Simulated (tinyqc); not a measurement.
Worked calculation: CIS and TDHF on RHF in the 6-31g basis, for H2, spin multiplicity 1. One step of it, computed by the program tinyqc.

Problem. CIS matrix, triplets. A(ia,jb) = (e_a - e_i) d_ij d_ab - (ij|ab).

orbital energies (hartree): MO1 -0.564229, MO2 0.208299, MO3 0.829757, MO4 1.278623

Two-electron integrals over orbitals (pq|rs), unique and non-zero (hartree):
```
(11|11) 0.611786    (21|21) 0.091924    (22|11) 0.437231    (22|22) 0.391865
(31|11) 0.152983    (31|22) 0.057921    (31|31) 0.103228    (32|21) -0.008630
(32|32) 0.034437    (33|11) 0.519975    (33|22) 0.389355    (33|31) 0.119729
(33|33) 0.467045    (41|21) -0.080916   (41|32) -0.033706   (41|41) 0.125951
(42|11) -0.141918   (42|22) -0.062156   (42|31) -0.077691   (42|33) -0.107316
(42|42) 0.074570    (43|21) -0.098932   (43|32) -0.015248   (43|41) 0.125601
(43|43) 0.147221    (44|11) 0.620630    (44|22) 0.445809    (44|31) 0.188733
(44|33) 0.543732    (44|42) -0.167251   (44|44) 0.691677
```

Give: CIS matrix A, triplet.

Solution.

CIS matrix A, triplet (hartree):
```
        1>2     1>3     1>4
1>2  0.3353  0.0000  0.1419
1>3  0.0000  0.8740  0.0000
1>4  0.1419  0.0000  1.2222
```
